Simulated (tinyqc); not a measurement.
Zero-field depth and permittivity from two fields.

Problem. The apparent depth of a Coulomb trap is Et - sqrt(q F/(pi eps0 eps_r)). Find Et and eps_r.

Constants: q = 1.602176634e-19 C, eps0 = 8.8541878128e-14 F/cm where lengths are in cm. Results are converted to the units shown.

apparent depth at F = 3.2 and 13 kV/cm (eV): [0.34755464, 0.33491558]

Answer. The depth is linear in sqrt(F): the intercept is Et and the slope -sqrt(q/(pi eps0 eps_r)).

Et = 0.360 eV
eps_r = 11.9

Computed by the program tinyqc: `OMP_NUM_THREADS=1 python tinyqc.py 2050022 2050023 out.jsonl`, one thread of a shared Intel Xeon 2.30GHz, about 0.01 s for the whole run.
